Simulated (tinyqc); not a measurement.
Stripping the layer step by step: sheet resistance and Hall data of a diffused or implanted layer. Computed by tinyqc, a small Python program. Command: `OMP_NUM_THREADS=1 python tinyqc.py 3010775 3010776 out.jsonl layer walk`. One thread of a shared host (Intel(R) Xeon(R) Processor @ 2.30GHz), about 0.01 s of CPU time with the checks.

Carriers are taken equal to the net active doping down to the junction (full ionisation, which deep dopants in wide-gap hosts do not reach; no spill-over, no depletion), and the Hall factor is 1.

Inputs (values chosen for the exercise, modelled on phosphorus in silicon):

| quantity | value | unit |
|---|---|---|
| mu_min | 71 | cm^2/(V s) |
| mu_max | 1450 | cm^2/(V s) |
| N_ref | 9.8e+16 | 1/cm^3 |
| exponent alpha | 0.72 | - |
| peak concentration N_0 | 9.4e+19 | 1/cm^3 |
| length scale l | 220 | nm |
| background doping N_B (opposite type) | 2e+14 | 1/cm^3 |

Profile: complementary error function. Activation: complete.

Constants: e = 1.602176634e-19 C.

Method:
- N(x) = N_0 erfc(x/l), dose N_0 l/sqrt(pi), junction x_j = l erfc^-1(N_B/N_0).
- Mobility mu = mu_min + (mu_max - mu_min)/(1 + (N_t/N_ref)^alpha), N_t = active doping + N_B; carriers n = active doping - N_B, all dopants active.
- Integrals from x_0 (0 unless stated) to x_j by the midpoint rule on 400 even intervals: 1/R_s = e int n mu dx; sheet density n_s = int n dx; Hall sheet density (int n mu dx)^2/int n mu^2 dx; Hall mobility int n mu^2 dx/int n mu dx.
- After removing a depth d the integrals start at d. Differences between neighbouring rows give the local conductivity -d(1/R_s)/dx at the middle of the slice (the last slice uses one more step, not listed).

junction depth x_j = 737.512 nm

Differential sheet resistance:

| removed d (nm) | R_s (ohm) | slice conductivity (S/cm) | sigma at mid-slice (S/cm) |
|---|---|---|---|
| 0 | 5.8028e+01 | 1008.5 | 1006.8 |
| 74 | 1.0235e+02 | 631.6 | 627.3 |
| 148 | 1.9620e+02 | 351.9 | 347.3 |
| 222 | 4.0117e+02 | 179.9 | 176.5 |
| 296 | 8.6107e+02 | 88.6 | 86.8 |
| 370 | 1.9772e+03 | 42.8 | 42.0 |
| 444 | 5.2929e+03 | 18.5 | 18.0 |
| 518 | 1.9182e+04 | 5.8 | 5.5 |

R_s doubles after removing between 74.0 and 148 nm of a layer 738 nm deep, so half the current flows above that depth. Where sigma exceeds a tenth of its largest listed value, the slice values agree with it within 2 %.

Extremes, crossings and ranges named in words are read from the listed rows.
